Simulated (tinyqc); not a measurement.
# FinFET, parasitic resistance, capacitance and delay: what changes with what

Nf fins under one contact; each has gated perimeter p = 2 Hf + Wf and cross-section A = Hf Wf; contact width Wc = Nf pf, stack height Hs = Hf. Contact length Lc = CPP - Lg - 2 Lsp, shared by two neighbouring gates. Source and drain sides are equal. The formulas are first-order estimates, not field solutions.

Inputs (values chosen for the exercise); values close to those of silicon logic devices: temperature T = 300 K; number of fins Nf = 3; fin height Hf = 50 nm; fin width Wf = 7 nm; fin pitch pf = 34 nm; contacted gate pitch CPP = 45 nm; gate length Lg = 18 nm; spacer length Lsp = 8 nm; relative permittivity of the spacer ks = 4; gate height above the channel stack Hc = 15 nm; contact resistivity rc = 8.8e-10 ohm cm^2; resistivity of the source-drain epitaxy re = 0.0003 ohm cm; current-carrying depth of the epitaxy te = 15 nm; resistivity of the extension rx = 0.0018 ohm cm; gate overlap Lov = 1.5 nm; inversion capacitance Cinv = 2.9 uF/cm^2; injection velocity vx = 9.6e6 cm/s; apparent mobility mu = 250 cm^2/(V s); threshold at zero drain voltage VT = 0.27 V; barrier lowering dl = 0.04 V/V; subthreshold factor n = 1.14; wire load Cw = 0.19 fF; supply voltage Vdd = 0.6 V.

Constants: q = 1.602176634e-19 C, kB = 1.380649e-23 J/K, eps0 = 8.8541878128e-12 F/m, Vt = kB T/q. Results are converted to the units shown.

Each table varies one quantity; the others keep the values above.

## Effect of the wire load

Epitaxy sheet resistance Rsh = re/te, transfer length LT = sqrt(rc/Rsh), contact Rc = [sqrt(rc Rsh)/Wc] coth(Lc/(2 LT)); extension of one fin Rx = rx Lsp/A. With N fins: gate Cg = Cinv p N Lg; per side, plate Cp = ks eps0 [Wc (Hs + Hc) - N A]/Lsp, top fringe Cf = (2/pi) ks eps0 Wc ln(1 + Lg/(2 Lsp)), overlap Co = Cinv p N Lov. One fin: I = p Q vx u/(1 + |u|^1.8)^(1/1.8), Q = Cinv n Vt ln(1 + exp((Vg' - VT + dl Vd')/(n Vt))), u = Vd' mu/(vx Lg), Vg' = Vgs - v, Vd' = Vds - 2 v, with the drop on each side v = Rc (sum of I) + Rx I. Ieff = [I(Vgs = Vdd, Vds = Vdd/2) + I(Vdd/2, Vdd)]/2, total currents. With Cs = Cp + Cf + Co, the load of an inverter of two such devices driving an equal one is CL = 2 (Cg + 2 Cs) + 4 Cs + Cw (own drains counted twice for the Miller effect); delay CL Vdd/(2 Ieff).

The same in every row: Rc (ohm) = 160.4; Rx/N (ohm) = 137.1; Ieff (uA) = 130.5.

Effect of the wire load:

| Cw (fF) | CL (aF) | delay (ps) |
|---|---|---|
| 0.02 | 678.3 | 1.559 |
| 0.043 | 701.3 | 1.612 |
| 0.093 | 751.3 | 1.727 |
| 0.2 | 858.3 | 1.973 |
| 0.43 | 1088 | 2.501 |
| 0.93 | 1588 | 3.651 |
| 2 | 2658 | 6.110 |

As Cw goes from 0.02 to 2 fF, Ieff stays at 131 uA, CL rises from 678 to 2660 aF and the delay rises from 1.56 to 6.11 ps.

## Effect of the supply voltage

Same model as above.

The same in every row: Rc (ohm) = 160.4; Rx/N (ohm) = 137.1; CL (aF) = 848.3.

Results:

| Vdd (V) | Ieff (uA) | delay (ps) |
|---|---|---|
| 0.45 | 63.87 | 2.988 |
| 0.65 | 155.5 | 1.773 |
| 0.75 | 207.2 | 1.535 |
| 0.85 | 259.8 | 1.388 |
| 0.95 | 312.8 | 1.288 |

Estimate the missing row, Vdd = 0.55 V.

Computed row:

| Vdd (V) | Ieff (uA) | delay (ps) |
|---|---|---|
| 0.55 | 106.6 | 2.189 |

With this row back in the table: As Vdd goes from 0.45 to 0.95 V, Ieff rises from 63.9 to 313 uA, CL stays at 848 aF and the delay falls from 2.99 to 1.29 ps.

Program tinyqc, `OMP_NUM_THREADS=1 python tinyqc.py 2170104 2170105 out.jsonl`; Intel Xeon 2.30GHz, shared host, one thread, about 0.03 s.
